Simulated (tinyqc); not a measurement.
Born-von Karman spring model of a cubic crystal with one atom per cell: one step, computed by the program tinyqc.

First neighbours lie at a/2 (1,1,0) (12 of them), second at a (1,0,0) (6), with all permutations and signs; the volume per atom is Omega = a^3/4. Two shells of springs match a real metal only roughly, above all at the zone boundary.

Question. Frequencies at the zone boundary. A neighbour at R with unit vector n couples by the matrix K(R) = kL n n^T + kT (1 - n n^T), and D(q) = (1/M) sum_R K(R) [1 - cos(q.R)]. An eigenvalue lambda of D in eV/(angstrom^2 u) gives nu = 15.6333042 THz x sqrt(lambda).

Inputs (values chosen for the exercise, modelled on silver): atomic mass M = 107.87 u; radial spring k1L = 1.46 eV/angstrom^2; transverse spring k1T = -0.1 eV/angstrom^2; radial spring k2L = 0.0095 eV/angstrom^2; transverse spring k2T = -0.01 eV/angstrom^2.

Lattice: fcc.

Constants: nu for 1 eV/(angstrom^2 u) = 15.6333042 THz.

Give: Frequencies (THz) at points given in 2 pi/a.

Answer.

Frequencies (THz) at points given in 2 pi/a:
```
point               nu 1   nu 2   nu 3
X (1, 0, 0)        3.242  3.242  4.965
L (0.5, 0.5, 0.5)  2.063  2.063  5.046
W (1, 0.5, 0)      3.256  4.182  4.182
K (0.75, 0.75, 0)  2.919  3.948  4.527
```
